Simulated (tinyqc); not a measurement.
Fermi-level pinning at a metal contact (Cowley-Sze model): one step of the calculation.

Interface states of density Ds lie behind a thin layer of thickness dl. Neglecting the depletion charge, the barrier for electrons is phi = S (pM - chi) + (1 - S) E0 with S = 1/(1 + q Ds dl/(eps0 ei)); the barrier for holes is Eg - phi.

Problem. Barrier. Also the charge in the states, Ds (phi - E0), and the drop across the layer, pM - chi - phi.

Parameters, values chosen for the exercise; material values those of a made-up semiconductor:
```
symbol,value,unit,meaning
Eg,0.967,eV,band gap
chi,3.64,eV,electron affinity
Ds,3.8e12,cm^-2 eV^-1,density of interface states
E0,0.5,eV,depth of their neutrality level below the conduction edge
dl,0.38,nm,thickness of the interface layer
ei,2.2,,its relative permittivity
pM,4.13,eV,metal work function
```

Constants: q = 1.602176634e-19 C, eps0 = 8.8541878128e-14 F/cm where lengths are in cm. Results are converted to the units shown.

Find: S; phi; barrier for holes; charge in the states; drop across the layer.

Solution.

S = 0.89384
phi = 0.49106 eV
barrier for holes = 0.47594 eV
charge in the states = -3.3966e10 cm^-2
drop across the layer = -0.0010616 V

Numbers from tinyqc (`OMP_NUM_THREADS=1 python tinyqc.py 2430052 2430053 out.jsonl`; about 0.01 s on one thread of a shared Intel Xeon 2.30GHz).
